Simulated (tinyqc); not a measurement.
Sampled drift against the exact one: kinetic Monte Carlo and master equation for a particle on a ring of sites with traps and bias. Computed by tinyqc, a small Python program. Command: `OMP_NUM_THREADS=1 python tinyqc.py 3004420 3004421 out.jsonl kmc walk`. One thread of a shared host (Intel(R) Xeon(R) Processor @ 2.30GHz), about 0.09 s of CPU time with the checks.

7 sites on a ring, numbered 1 to 7. The saddle between i and i+1 lies at E0 + s b_i and site i at s eps_i; a force F tilts the landscape, with the saddle half-way.

Inputs (values chosen for the exercise, for a model defect): reference barrier E0 = 0.85 eV; scale factor s of the disorder = 1; attempt frequency nu = 1.5 THz; temperature T = 540 K; site spacing a = 2.4 angstrom; force F along the ring = 0.015 eV/angstrom; seed of the random numbers = 660854.

Disorder: site traps.

site energies eps_i (eV): [-0.041, -0.033, 0, 0, 0, 0, -0.039]

saddle shifts b_i between sites i and i+1 (eV): [0, 0, 0, 0, 0, 0, 0]

Constants: k_B = 8.617333262e-05 eV/K.

Method:
- Rates: k(i to i+1) = nu exp(-(E0 + s b_i - s eps_i - F a/2)/(k_B T)), k(i to i-1) = nu exp(-(E0 + s b_(i-1) - s eps_i + F a/2)/(k_B T)).
- Share right = k right/(k right + k left); mean stay = 1/(k right + k left).
- Master equation dP/dt = W P, W_(i+1,i) = k right, W_(i-1,i) = k left, columns summing to zero. The steady state is its null vector; drift v = a sum P_i (k right - k left). D = a^2 lambda''(0)/2, where lambda(q) is the leading eigenvalue of W with right hops weighted by exp(q) and left hops by exp(-q).
- The slowest relaxation rate is minus the real part of the next eigenvalue of W. 1 angstrom = 1e-8 cm.
- 400 independent walkers start on sites drawn with weights P_i (k right + k left), the steady shares of hops (random numbers not printed); the estimate is total displacement over total time, with its standard error from the spread between walkers.

occupations P_i: [0.224350, 0.188914, 0.092956, 0.092956, 0.092956, 0.092956, 0.214912]

drift velocity v = 2.16773e-04 cm/s

Drift from sampling:
```
hops per walker  estimate (cm/s)  standard error (cm/s)  deviation in standard errors
10                    2.1736e-04             9.6447e-06                        0.0607
30                    2.1197e-04             5.4857e-06                       -0.8760
100                   2.1324e-04             3.1130e-06                       -1.1341
300                   2.1497e-04             1.6738e-06                       -1.0781
1000                  2.1651e-04             9.1417e-07                       -0.2927
3000                  2.1564e-04             5.4530e-07                       -2.0723
```

The exact drift is 2.168e-4 cm/s. The standard error falls by a factor 3.41 from 100 to 1000 hops (sqrt10 = 3.16), and in the last row it is 0.25 % of the drift.

Extremes, crossings and ranges named in words are read from the listed rows.
